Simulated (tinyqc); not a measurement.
Bound state in one dimension: Numerov shooting, finite differences, DVR, step by step. Computed by tinyqc, a small Python program that keeps every step. Settings: points = 48. Command: `OMP_NUM_THREADS=1 python tinyqc.py 21184 21185 out.jsonl` (the two numbers bound the seeds that draw the settings). One thread of a shared host (Intel(R) Xeon(R) Processor @ 2.60GHz), about 0.01 s of CPU time with the checks.

## Numerov steps at E = 0.1

One particle of mass 1 in V = 1.44^2 x^2/2 + 0 x^4 (atomic units), psi = 0 at both ends:

| parameter | value |
|---|---|
| left end | -4.500000 |
| right end | 4.500000 |
| intervals | 48 |
| h | 0.187500 |
| state sought (nodes) | 0 |

k_i = 2 m (E - V_i); (1 + h^2 k_(i+1)/12) y_(i+1) = 2 (1 - 5 h^2 k_i/12) y_i - (1 + h^2 k_(i-1)/12) y_(i-1), from y_0 = 0, y_1 = 0.001.

Points along the way:

| i | x | V | k | y |
|---|---|---|---|---|
| 0 | -4.50000 | 20.99520 | -41.79040 | 0.00000 |
| 1 | -4.31250 | 19.28205 | -38.36410 | 0.00100 |
| 2 | -4.12500 | 17.64180 | -35.08360 | 0.00348 |
| 3 | -3.93750 | 16.07445 | -31.94890 | 0.01065 |
| 4 | -3.75000 | 14.58000 | -28.96000 | 0.03076 |
| 5 | -3.56250 | 13.15845 | -26.11690 | 0.08442 |
| 16 | -1.50000 | 2.33280 | -4.46560 | 219.13627 |
| 17 | -1.31250 | 1.78605 | -3.37210 | 336.14444 |
| 18 | -1.12500 | 1.31220 | -2.42440 | 492.72761 |
| 19 | -0.93750 | 0.91125 | -1.62250 | 690.91295 |
| 20 | -0.75000 | 0.58320 | -0.96640 | 928.06758 |
| 21 | -0.56250 | 0.32805 | -0.45610 | 1196.38096 |

## Bisection on the node count

With more sign changes than the state has nodes (the last point included) the energy is too high, else too low; the bracket starts as 0.1 to 12.

Trials:

| trial | E | sign changes | y at the right end | next |
|---|---|---|---|---|
| 1 | 6.0500000 | 4 | 1.04e+03 | lower |
| 2 | 3.0750000 | 2 | 3.46e+05 | lower |
| 3 | 1.5875000 | 1 | -1.31e+07 | lower |
| 4 | 0.8437500 | 1 | -3.10e+07 | lower |
| 5 | 0.4718750 | 0 | 2.00e+08 | raise |
| 6 | 0.6578125 | 0 | 2.83e+07 | raise |
| 7 | 0.7507812 | 1 | -1.04e+07 | lower |
| 8 | 0.7042969 | 0 | 6.16e+06 | raise |
| 9 | 0.7275391 | 1 | -2.76e+06 | lower |
| 10 | 0.7159180 | 0 | 1.54e+06 | raise |
| 11 | 0.7217285 | 1 | -6.48e+05 | lower |
| 12 | 0.7188232 | 0 | 4.36e+05 | raise |
| 13 | 0.7202759 | 1 | -1.08e+05 | lower |
| 14 | 0.7195496 | 0 | 1.63e+05 | raise |
| ... | ... | ... | ... | ... |
| 29 | 0.7199855 | 1 | -2.71e+00 | lower |
| 30 | 0.7199855 | 0 | 1.44e+00 | raise |
| 31 | 0.7199855 | 1 | -6.36e-01 | lower |

eigenvalue = 0.7199855 hartree

## The same grid by other methods

Three-point finite differences and the sine-DVR kinetic matrix of Colbert and Miller on the same points.

Lowest levels (hartree):

| state | finite differences | DVR |
|---|---|---|
| 0 | 0.71771 | 0.72000 |
| 1 | 2.14854 | 2.16000 |
| 2 | 3.57013 | 3.60000 |
